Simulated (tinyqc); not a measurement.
Changing the shift of the window centre s: equation-of-state fits to an energy-volume table made by a known binding curve. Computed by tinyqc, a small Python program. Command: `OMP_NUM_THREADS=1 python tinyqc.py 3016323 3016324 out.jsonl eosfit sweep`. One thread of a shared host (Intel(R) Xeon(R) Processor @ 2.30GHz), about 0.03 s of CPU time with the checks.

With x = (V/V_0)^(1/3), the energy per atom is E = D [m x^-n - n x^-m]/(n - m), so that B0 = D n m/(9 V_0) and B' = (n + m + 6)/3. B' = dB/dP at P = 0.

Inputs (values chosen for the exercise, for a model crystal):

| quantity | value | unit |
|---|---|---|
| cohesive energy D | 4.23 | eV/atom |
| true volume V_0 | 29 | angstrom^3/atom |
| repulsive exponent n | 7 | - |
| attractive exponent m | 1 | - |
| half-width of the volume window w | 0.2 | - |
| points N | 7 | - |
| compression V/V_0 for the pressure test | 0.75 | - |

Binding curve: Mie. Noise: none.

Constants: 1 eV/angstrom^3 = 160.2176634 GPa.

Method:
- B0 and B' from the formulas above; P = -dE/dV at V = c V_0 (c the compression chosen), from the curve itself.
- Table: V_j = V_0 [1 + s + w (2 j/(N - 1) - 1)], j = 0..N-1, rounded to 0.001; E_j from the curve, rounded to 1e-7 eV.
- Third-order Birch-Murnaghan is a cubic in u = V^(-2/3): fit it by linear least squares, find the minimum, and take B0 = V E''(V), B' = -1 - V E'''/E'' there.
- Errors are fitted minus exact, relative; the pressure at c V_0 uses P = (3 B0/2) (x^7 - x^5) [1 + (3/4)(B' - 4)(x^2 - 1)], x = (V0/V)^(1/3) with the fitted values.

One run for each value:

| shift of the window centre s | error of B0 (%) | error of B' (%) | error of that pressure (%) |
|---|---|---|---|
| -0.18 | -1.4111 | 2.8969 | 0.0488 |
| -0.12 | -0.4561 | 1.9435 | 0.0498 |
| -0.06 | 0.0316 | 1.0896 | -0.0880 |
| 0.00 | 0.1956 | 0.3070 | -0.3922 |
| 0.06 | 0.1310 | -0.4209 | -0.8766 |
| 0.12 | -0.0966 | -1.1096 | -1.5500 |
| 0.18 | -0.4416 | -1.7687 | -2.4162 |

Over the rows, error of B0 (%) goes from -1.41 through a maximum among these rows, 0.196 at 0, to -0.442; error of B' (%) falls from 2.90 to -1.77; error of that pressure (%) goes from 0.0488 through a maximum among these rows, 0.0498 at -0.120, to -2.42. Shifting the window moves the minimum away from its centre, which changes how the neglected higher-order terms enter the fitted values.

Extremes, crossings and ranges named in words are read from the listed rows.
